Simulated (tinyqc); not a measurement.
Ballistic Schottky-barrier transistor with a two-dimensional channel, WKB contacts: one step of the calculation.

Source Fermi level 0, drain Fermi level -Vd. Far from the contacts Ec = pn - psi, and the gate moves psi one to one; the band edges relax as exp(-x/lam) from pn at the source and pn - Vd at the drain; Ev = Ec - Eg. A carrier of energy w inside the channel band meets at a contact a barrier of height D (the contact edge beyond the channel edge): T = 1 for w >= D, else exp(-S), S = 4 lam sqrt(m/C) [sqrt(D - w) - sqrt(w) arctan sqrt((D - w)/w)], C = hbar^2/(2 m0). The two contacts combine as Ts Td/(Ts + Td - Ts Td).

Problem. Transmission of one of the electrons. S and T at both contacts for w = w0, and the tunnelling distance lam ln(D/w) at the higher barrier.

Inputs (values chosen for the exercise); channel values close to those of an ultrathin silicon body with silicide contacts:
```
symbol,value,unit,meaning
mn,0.19,m0,electron mass
lam,4.9,nm,screening length at the contacts
w0,0.21,eV,energy of one carrier inside the channel band
```

Constants: q = 1.602176634e-19 C, hbar = 1.054571817e-34 J s, m0 = 9.1093837015e-31 kg, hbar^2/(2 m0) = 0.0380998212 eV nm^2. Results are converted to the units shown.

D for electrons (eV): source 0.29000000, drain 0.24000000

Wanted: S at the source; S at the drain; combined T; tunnelling distance.

Solution.

S at the source = 1.2884
S at the drain = 0.33290
combined T = 0.24864
tunnelling distance = 1.5816 nm

Range of the model: No scattering, image-force lowering, channel charge or band-to-band tunnelling; parabolic kappa overstates S deep in the gap.

Program tinyqc, `OMP_NUM_THREADS=1 python tinyqc.py 2390055 2390056 out.jsonl`; Intel Xeon 2.30GHz, shared host, one thread, about 0.4 s.
